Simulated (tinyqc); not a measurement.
Admittance spectroscopy and thermally stimulated current of one trap level in a depletion layer: one step, computed by the program tinyqc. Command: `OMP_NUM_THREADS=1 python tinyqc.py 3113059 3113060 out.jsonl admit walk`. One thread of a shared host (Intel(R) Xeon(R) Processor @ 2.30GHz), about 0.01 s of CPU time with the checks.

A Schottky junction on n-type material holds one donor-like electron trap; shallow donors are fully ionised and abrupt depletion edges are assumed.

Problem. Temperature of the peak. N_c = 2 (2 pi m k_B T/h^2)^(3/2), v_th = sqrt(3 k_B T/m), emission rate e_n = sigma v_th N_c exp(-E_t/(k_B T)). Where the level crosses the Fermi level capture equals emission, so the trap follows the signal with the rate 2 e_n; G/omega peaks at omega = 2 e_n (the correction for large N_t/N is left out). Solve 2 e_n(T_p) = 2 pi f.

Inputs (values chosen for the exercise, modelled on n-type GaAs):
```
quantity                         value    unit
density-of-states mass m        0.0651     m_0
shallow doping N               3.9e+15  1/cm^3
trap depth E_t below the band    0.477      eV
capture cross section sigma    6.8e-14    cm^2
test frequency f                100000      Hz
```

Constants: k_B = 1.380649e-23 J/K; m_0 = 9.1093837015e-31 kg; h = 6.62607015e-34 J s; k_B = 8.617333262e-05 eV/K.

Give: peak temperature T_p; N_c at T_p; e_n at T_p; E_c - E_F = k_B T_p ln(N_c/N).

Solution.

peak temperature T_p = 355.4 K

N_c at T_p = 5.376e+17 1/cm^3

e_n at T_p = 3.142e+05 1/s

E_c - E_F = k_B T_p ln(N_c/N) = 0.1509 eV
